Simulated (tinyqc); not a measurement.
What each parameter does: band offset of a heterojunction with an interface dipole (two-band chains, self-consistent charge).

Sites alternate A, C. Left: A at -G1/2, C at +G1/2, hopping -t1; right: A at D - G2/2, C at D + G2/2, hopping -t2; the bonds across the two interfaces of a ring (C left to A right, C right to A left) have -sqrt(t1 t2). D is the offset of the mid-gaps, so Ev(right) - Ev(left) = D - (G2 - G1)/2 and Ec(right) - Ec(left) = D + (G2 - G1)/2. The closing bond has its sign reversed (antiperiodic ring). Half the levels are filled with two electrons each. The charge moved is q = (electrons on the left) less one a site; the mean over the two interfaces, q/2, is taken as the charge that crosses each, and its dipole opposes the offset: D = D0 - u q/2.

From here on the ring has 24 cells a side.

Values chosen for the exercise (gaps near those of Si and GaP; the chains and D0 are free models, so the offsets are not those of the real pair; not measured data):

| symbol | value | unit | meaning |
|---|---|---|---|
| G1 | 1.11 | eV | gap on the left |
| G2 | 2.33 | eV | gap on the right |
| t1 | 2.6 | eV | hopping on the left |
| t2 | 2.46 | eV | hopping on the right |
| D0 | 0.45 | eV | mid-gap of the right side above that of the left, without dipole |
| u | 3.5 | eV | potential step per electron moved across |

Self-consistent D by bisection, q there, and the two offsets.

Results for these values:

| case | D (eV) | q | valence offset (eV) | conduction offset (eV) |
|---|---|---|---|---|
| base | 0.2899 | 0.0915 | -0.3201 | 0.8999 |

What happens to each result for u = 4.025 eV, all else kept?

Answer: D falls from 0.2899 to 0.2752; q falls from 0.0915 to 0.0868; valence offset falls from -0.3201 to -0.3348; conduction offset falls from 0.8999 to 0.8852.

The same for each parameter in turn:

| case | D (eV) | q | valence offset (eV) | conduction offset (eV) |
|---|---|---|---|---|
| base | 0.2899 | 0.0915 | -0.3201 | 0.8999 |
| G1 = 1.276 eV | 0.2951 | 0.0885 | -0.2319 | 0.8221 |
| G2 = 2.679 eV | 0.2997 | 0.0859 | -0.4848 | 1.0842 |
| t1 = 2.99 eV | 0.2899 | 0.0915 | -0.3201 | 0.8999 |
| t2 = 2.829 eV | 0.2898 | 0.0916 | -0.3202 | 0.8998 |
| D0 = 0.517 eV | 0.3328 | 0.1053 | -0.2772 | 0.9428 |
| u = 4.025 eV | 0.2752 | 0.0868 | -0.3348 | 0.8852 |

Program tinyqc; command `OMP_NUM_THREADS=1 python tinyqc.py 1452537 1452538 out.jsonl`; about 0.5 s on one thread of a shared Intel(R) Xeon(R) Processor @ 2.30GHz.
